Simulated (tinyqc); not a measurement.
Free and trapped electrons in a MOS channel with a dense trap tail: two steps of the calculation.

p-type body, charge-sheet picture, full ionisation (an idealisation for deep acceptors), Boltzmann statistics for free electrons. e = Ec - EF at the surface. Acceptor-like traps of density D(E) = D0 + De exp(-E/Ew) at depth E below Ec, from 0 to Eu, hold n_t = integral of D(E)/(1 + exp((e - E)/Vt)). psi = Eg - Vt ln(Nv/Na) - e; N_dep = sqrt(2 eps0 eps_r Na (psi - Vt)/q); n_f = sqrt(N_dep^2 + 2 eps0 eps_r Vt Nc exp(-e/Vt)/q) - N_dep; Vg = Vfb + psi + q (N_dep + n_t + n_f)/Cox, Cox = eps0 eox/tox.

Inputs (values chosen for the exercise); band and dielectric values close to those of silicon: temperature T = 300 K; band gap Eg = 1.13 eV; relative permittivity eps_r = 11.6; conduction-band density of states at T Nc = 2.79e19 cm^-3; valence-band density of states at T Nv = 2.7e19 cm^-3; relative permittivity of the insulator eox = 3.9; insulator thickness tox = 56 nm; acceptor density Na = 6.3e16 cm^-3; flat-band voltage without trapped charge Vfb = -0.98 V; constant background density of acceptor-like traps D0 = 1.1e11 cm^-2 eV^-1; density of the tail at the conduction edge De = 4.6e12 cm^-2 eV^-1; decay energy of the tail Ew = 0.12 eV; depth below Ec down to which the traps reach Eu = 0.65 eV; mobility of free electrons mf = 240 cm^2/(V s); Ec - EF at the surface e = 0.149 eV.

Constants: q = 1.602176634e-19 C, kB = 1.380649e-23 J/K, Vt = kB T/q, eps0 = 8.8541878128e-14 F/cm where lengths are in cm. Results are converted to the units shown.

Question 1. Trapped charge. Trapezoid rule on 14 equal steps from 0 to Eu, f = 1/(1 + exp((e - E)/Vt)).

Find: E; D(E) f; n_t.

Answer 1.

```
point    E (eV)  D(E) f (cm^-2 eV^-1)
0             0             1.4742e10
1      0.046429             6.0047e10
2      0.092857             2.2836e11
3       0.13929             6.3149e11
4       0.18571             8.7678e11
5       0.23214             7.4479e11
6       0.27857             5.5770e11
7       0.32500             4.1612e11
8       0.37143             3.1816e11
9       0.41786             2.5140e11
10      0.46429             2.0604e11
11      0.51071             1.7523e11
12      0.55714             1.5430e11
13      0.60357             1.4009e11
14      0.65000             1.3043e11
```

n_t = 2.2439e11 cm^-2

Question 2. Charges and gate voltage. psi, N_dep, n_f and Vg as defined, with the n_t given; free share n_f/(n_f + n_t); apparent mobility mf n_f/(n_f + n_t); gate voltage spent on traps q n_t/Cox.

n_t = 2.2439297e11 cm^-2

Give: psi; N_dep; n_f; Vg; free share; apparent mobility; gate voltage spent on traps.

Answer 2.

psi = 0.8243 V
N_dep = 8.031e11 cm^-2
n_f = 1.788e10 cm^-2
Vg = 2.560 V
free share = 7.380 %
apparent mobility = 17.71 cm^2/(V s)
gate voltage spent on traps = 0.5830 V

Program tinyqc, `OMP_NUM_THREADS=1 python tinyqc.py 2222041 2222042 out.jsonl`; Intel Xeon 2.30GHz, shared host, one thread, about 0.02 s.
